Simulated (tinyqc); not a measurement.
Scale length and barrier from the threshold roll-off.

Problem. For L well above Lambda the threshold falls by 2 m sqrt(A (A + Vds)) exp(-pi L/(2 Lambda)), A being the height of the source potential over the barrier top; the two values follow this form. Find Lambda and A.

Parameters, values chosen for the exercise: long-channel body factor m = 1; drain voltage Vds = 0.5 V.

threshold lowering at L = 10 and 16 nm (mV): 40.341457  6.2119533

Solution. The ratio of the two values gives Lambda; the prefactor gives A (A + Vds), a quadratic with one positive root.

Lambda = 5.038 nm
A = 0.2700 V

Program tinyqc, `OMP_NUM_THREADS=1 python tinyqc.py 2420139 2420140 out.jsonl`; Intel Xeon 2.30GHz, shared host, one thread, about 0.01 s.
